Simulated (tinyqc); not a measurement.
Inside a calculation. Method: CIS on RHF in the 6-31g basis, for H2, spin multiplicity 1. One step of it, computed by the program tinyqc.

Task: CIS matrix, triplets. A(ia,jb) = (e_a - e_i) d_ij d_ab - (ij|ab).

orbital energies (hartree): MO1 -0.522155, MO2 0.161312, MO3 0.915790, MO4 1.147875

Two-electron integrals over orbitals (pq|rs), unique and non-zero (hartree):
```
p,q,r,s,(pq|rs)
1,1,1,1,0.562820
2,1,2,1,0.108825
2,2,1,1,0.440125
2,2,2,2,0.401541
3,1,1,1,0.132315
3,1,2,2,0.068818
3,1,3,1,0.093225
3,2,2,1,0.011533
3,2,3,2,0.037790
3,3,1,1,0.502122
3,3,2,2,0.403053
3,3,3,1,0.118267
3,3,3,3,0.473013
4,1,2,1,-0.080358
4,1,3,2,-0.049775
4,1,4,1,0.108904
4,2,1,1,-0.136271
4,2,2,2,-0.072932
4,2,3,1,-0.080896
4,2,3,3,-0.119006
4,2,4,2,0.082506
4,3,2,1,-0.121100
4,3,3,2,-0.039210
4,3,4,1,0.124791
4,3,4,3,0.174615
4,4,1,1,0.564121
4,4,2,2,0.447786
4,4,3,1,0.168361
4,4,3,3,0.529694
4,4,4,2,-0.161589
4,4,4,4,0.624534
```

Give: CIS matrix A, triplet.

Result:

CIS matrix A, triplet (hartree):
```
,1>2,1>3,1>4
1>2,0.2433,0.0000,0.1363
1>3,0.0000,0.9358,0.0000
1>4,0.1363,0.0000,1.1059
```
